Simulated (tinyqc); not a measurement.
From results back to parameters: Lorentz oscillators and the Kramers-Kronig relations. Two cases, with inputs chosen for the exercise.

Problem. Below the gap a single undamped oscillator gives n^2 - 1 = Eo Ed/(Eo^2 - E^2) (Wemple-DiDomenico). Two refractive indices were computed from hidden Eo and Ed.

Case 1.

Values chosen (out of a larger set: line positions loosely like those of GaAs; Lorentz tails absorb below the gap, where the real solid is clear; not measured data): Ea = 1.04 eV; Eb = 2.28 eV.

n(Ea) = 3.213168
n(Eb) = 3.567829

Case 2.

Values chosen: Ea = 1.19 eV; Eb = 2.52 eV.
n(Ea) = 1.659948
n(Eb) = 1.746067

Find: Eo; Ed; n at E = 0.
Solution. 1/(n^2 - 1) = Eo/Ed - E^2/(Eo Ed) is a straight line in E^2: slope -1/(Eo Ed), intercept Eo/Ed.

Case 1.

Eo = 4.60 eV
Ed = 40.7 eV
n at E = 0 = 3.138

Case 2.

Eo = 5.99 eV
Ed = 10.1 eV
n at E = 0 = 1.639

Computed by tinyqc, one run a case: `OMP_NUM_THREADS=1 python tinyqc.py N N+1 out.jsonl` with N = 1650374, 1650385; one thread of a shared Intel(R) Xeon(R) Processor @ 2.30GHz, about 0.2 s a run at most.
